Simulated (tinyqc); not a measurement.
Trap in a gate oxide as a short-range spherical well, step by step. Values are carried at full precision from step to step, so a last printed digit may differ when a step is redone from the rounded ones.

A spherical well of radius R and depth V0 below the conduction edge, one mass m, c = hbar^2/2m0. The s level at binding Et solves k cot(k R) = -kappa with k = sqrt(m (V0 - Et)/c), kappa = sqrt(m Et/c); it exists for V0 > Vc = c (pi/2R)^2/m. Outside, psi falls as exp(-kappa r)/r.

Constants: hbar^2/2m0 = 3.80998211 eV angstrom^2; fine-structure constant alpha = 0.007297352564; hc = 1239.841984 eV nm; kB = 8.617333262e-05 eV/K.

Inputs chosen for the exercise (near those of SiO2 on 4H SiC; the results hold for these values, not for the real material): R = 2.4 angstrom (radius of the well); V0 = 9.54 eV (depth of the well); m = 0.443 m0 (mass); n_r = 1.5 (refractive index); dEc = 2.6 eV (conduction offset to the channel); Fox = 3.5 MV/cm (oxide field, lowering levels away from the channel); t0 = 2.7 x 1e-11 s (time constant at the interface); T = 400 K (temperature); EF = -0.15 eV (Fermi level above the channel edge); x = 14 angstrom (depth of the trap).

## The bound level

Solve for Et; the share outside is [sin^2(kR)/(2 kappa)]/[sin^2(kR)/(2 kappa) + R/2 - sin(2kR)/(4k)].

Et = 2.7314 eV
k = 0.8898 1/angstrom
kappa = 0.5636 1/angstrom
share outside = 0.303
Vc = 3.684 eV

The well is 2.59 times the critical depth. Since dEt/dV0 equals the share inside, 0.70, a 1 % change of V0 moves Et by 2.4 %. The decay length is 1.8 angstrom, 0.7 times R.

## Peak of the photo-ionisation cross-section

Lucovsky model (delta well, plane-wave final states, no local-field factor): sigma = (32 pi alpha c/(3 n_r m Et)) (x - 1)^(3/2)/x^3, x = h nu/Et, c = hbar^2/2m0; 1 angstrom^2 = 1e-16 cm^2.

The maximum lies at x = 2. Give the photon energy, its wavelength and sigma there.

h nu = 5.463 eV
wavelength = 227 nm
sigma = 6.42 x 1e-18 cm^2

With 30 % of the state outside the well the delta-well form is only a rough model of this centre.

## Level, tunnelling time and occupation

Energies from the conduction edge of the channel. The trap level at depth x is E_T = dEc - Et - e Fox x (1 MV/cm = 0.01 eV/angstrom). An electron at the channel edge tunnels with the WKB exponent S = (4/3) sqrt(m/c) [dEc^(3/2) - (dEc - e Fox x)^(3/2)]/(e Fox), c = hbar^2/2m0; tau = t0 exp(S); the occupation is f = 1/(1 + exp((E_T - EF)/kB T)), tau_c = tau/f and tau_e = tau/(1 - f). Lattice relaxation is left out; a level below the channel edge needs phonons as well, so tau is then a lower bound, while a level above it can also empty elastically at its own energy, through a thinner barrier, faster than this tau.

Give E_T, S, tau and ln(tau_c/tau_e) = (E_T - EF)/kB T.

E_T = -0.621 eV
S = 14.645
tau = 6.19e-05 s
ln(tau_c/tau_e) = -13.7

The level lies 14 kB T below EF, so the trap is mostly filled. A flat barrier would give S = 2 sqrt(m dEc/c) x = 15.40.

## Checks

- Et from the radial equation on a grid against the matching condition, eV: both 2.73.

tinyqc: `OMP_NUM_THREADS=1 python tinyqc.py 1252779 1252780 out.jsonl`; about 0.01 s, one thread, shared Intel(R) Xeon(R) Processor @ 2.30GHz.
